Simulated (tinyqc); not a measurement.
Deep-level transient spectroscopy: two steps of the calculation.

Schottky contact on an n-type layer with shallow donors Nd (all ionised) and a donor-like deep trap, neutral when filled and positive when empty; depletion approximation. Traps within lam of the depletion edge stay filled. A long pulse to Vp fills the traps beyond x1 = Wp - lam; back at Vr those between x1 and x2 = Wr - lam emit. A rate window reads S = C(t2) - C(t1).

Values chosen for this exercise; material values close to those of 4H silicon carbide: relative permittivity eps_r = 9.53; conduction-band density of states at 300 K Nc = 1.72e19 cm^-3; thermal velocity at 300 K vth = 2e7 cm/s; shallow donor density Nd = 4.3e16 cm^-3; built-in voltage Vbi = 1.19 V; depth of the trap below the conduction edge Et = 0.37 eV; capture cross-section sn = 3.1e-14 cm^2; trap density Nt = 5.2e14 cm^-3; reverse bias Vr = 1.9 V; reverse bias during the filling pulse Vp = 0 V; temperature of the transient T = 168 K.

Constants: q = 1.602176634e-19 C, kB = 1.380649e-23 J/K, eps0 = 8.8541878128e-14 F/cm where lengths are in cm. Results are converted to the units shown.

Question 1. Widths. lam = sqrt(2 eps0 eps_r (EF - ET)/(q Nd)), EF - ET = Et - (kB T/q) ln(Nc(T)/Nd), Nc(T) = Nc (T/300 K)^1.5. In the steady state at the band bending V, 2 eps0 eps_r V/q = Nd W^2 + Nt (W - lam)^2 (the second term only if W > lam). V = Vbi + Vr gives Wr and V = Vbi + Vp gives Wp; x1 = max(Wp - lam, 0).

Give: lam; Wr; Wp; x1; x2; G = (x2^2 - x1^2)/Wr^2.

Answer 1.

lam = 85.13 nm
Wr = 274.3 nm
Wp = 170.5 nm
x1 = 85.35 nm
x2 = 189.2 nm
G = (x2^2 - x1^2)/Wr^2 = 0.3789

Question 2. Peak temperature. Fixed-point step for en(T) = ew: T(new) = (Et q/kB)/ln(sn g T^2/ew), g = vth Nc/(300 K)^2.

ew = 51.168558 1/s
T at the start = 300 K

Wanted: T after step 1.

Answer 2.

T after step 1 = 164.74 K

Numbers from tinyqc (`OMP_NUM_THREADS=1 python tinyqc.py 2050055 2050056 out.jsonl`; about 0.01 s on one thread of a shared Intel Xeon 2.30GHz).
